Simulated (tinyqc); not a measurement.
# Read current of a NAND string, cells in series solved by shooting: read current against the number of cells

Cells in series, numbered from 0 at the source line (0 V) to the bit line, each followed by a gap resistance Rg. A cell with gate Vg, threshold VT, source Vs and drain Vd passes I = 2 nf K Vt^2 [F(Vs) - F(Vd)]/(1 + th max(Vg - VT, 0)), F(V) = ln^2(1 + exp((Vg - VT - nf V)/(2 nf Vt))). The selected cell has Vg = Vr, the others Vg = Vp.

For a trial current I start at 0 V and, cell by cell, solve for the drain: sqrt(F(Vd)) = sqrt(F(Vs) - I/k), k = 2 nf K Vt^2/(1 + th max(Vg - VT, 0)), Vd = [Vg - VT - 2 nf Vt ln(exp(sqrt F) - 1)]/nf, then add I Rg. The string current is the I for which the last node reaches Vbl. The apparent threshold is the Vr at which I = Is. Background: all other cells erased (VT = Ve) or all in the highest state (VT = Vh); ratio and shift are high over erased and high minus erased. The selected cell is in the middle, cell n/2.

Values chosen for this exercise; values of the order met in vertical NAND strings:
```
symbol  value    unit                                 meaning
T         300       K                             temperature
K         7.4  uA/V^2                   gain factor of a cell
nf        1.9                                    slope factor
th       0.14     1/V               mobility reduction factor
Rg         11    kohm     resistance of the gap between cells
Vbl       0.5       V                        bit-line voltage
Vp        7.9       V                            pass voltage
Ve       -1.6       V             threshold of an erased cell
Vh        4.5       V          threshold of the highest state
Vx        1.6       V          threshold of the selected cell
Is         10      nA                         sensing current
Vr       2.35       V  read voltage on the selected word line
```

Constants: q = 1.602176634e-19 C, kB = 1.380649e-23 J/K, Vt = kB T/q. Results are converted to the units shown.

Results:
```
n,"I, others erased (uA)","I, others high (uA)",ratio,"apparent VT, erased (V)","apparent VT, high (V)",background shift (mV)
8,0.5542,0.4433,0.7998,1.610,1.612,1.961
32,0.2506,0.1672,0.6670,1.621,1.629,7.883
64,0.1447,0.09061,0.6263,1.634,1.650,15.87
96,0.1016,0.06210,0.6113,1.648,1.672,23.95
128,0.07826,0.04723,0.6035,1.661,1.694,32.14
192,0.05362,0.03193,0.5955,1.689,1.737,48.83
```

Estimate the missing row, n = 16.

Computed row:
```
n,"I, others erased (uA)","I, others high (uA)",ratio,"apparent VT, erased (V)","apparent VT, high (V)",background shift (mV)
16,0.3942,0.2874,0.7290,1.614,1.618,3.929
```

With this row back in the table: With erased neighbours the current falls from 0.554 to 0.0536 uA, as n^(-0.49) between the first two rows and n^(-0.93) between the last two (-1 once the series resistance rules). The ratio falls from 0.800 to 0.595 and the background shift rises from 1.96 to 48.8 mV.

tinyqc, about 0.5 s, one thread, Intel Xeon 2.30GHz (shared host): `OMP_NUM_THREADS=1 python tinyqc.py 2142238 2142239 out.jsonl`
